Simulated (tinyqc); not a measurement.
MESFET, gradual channel with velocity saturation: one step of the calculation.

A uniformly doped n-type channel, depleted from the top by a Schottky gate; at channel potential V the depleted share of a is u = sqrt((Vbi - Vg + V)/Vp), s at the source. Electrons drift with v = mu E/(1 + mu E/vsat). Abrupt depletion edge, no series resistance, source at 0.

Question. Built-in and pinch-off voltages. Vbi = phiB - Vt ln(Nc/Nd); Vp = q Nd a^2/(2 eps0 eps_r); G0 = q mu Nd a W/L; Z = mu Vp/(vsat L); s = sqrt((Vbi - Vg)/Vp). VT = Vbi - Vp.

Values chosen for this exercise; material values those of a made-up semiconductor:

| symbol | value | unit | meaning |
|---|---|---|---|
| T | 300 | K | temperature |
| eps_r | 13.3 |  | relative permittivity of the semiconductor |
| Nc | 3.41e17 | cm^-3 | conduction-band density of states at T |
| Nd | 1.5e17 | cm^-3 | donor density of the channel |
| a | 200 | nm | channel thickness |
| mu | 4400 | cm^2/(V s) | low-field mobility at this doping |
| vsat | 9.6e6 | cm/s | saturation velocity |
| L | 0.5 | um | gate length |
| W | 100 | um | gate width |
| phiB | 0.83 | V | Schottky barrier |
| Vg | 0 | V | gate voltage |

Constants: q = 1.602176634e-19 C, kB = 1.380649e-23 J/K, Vt = kB T/q, eps0 = 8.8541878128e-14 F/cm where lengths are in cm. Results are converted to the units shown.

Wanted: Vbi; Vp; VT; G0; Z; s.

Answer.

Vbi = 0.80877 V
Vp = 4.0816 V
VT = -3.2728 V
G0 = 422.97 mS
Z = 37.415
s = 0.44514

Z = 37.4: velocity saturation dominates.

Program tinyqc, `OMP_NUM_THREADS=1 python tinyqc.py 2500009 2500010 out.jsonl`; Intel Xeon 2.30GHz, shared host, one thread, about 0.04 s.
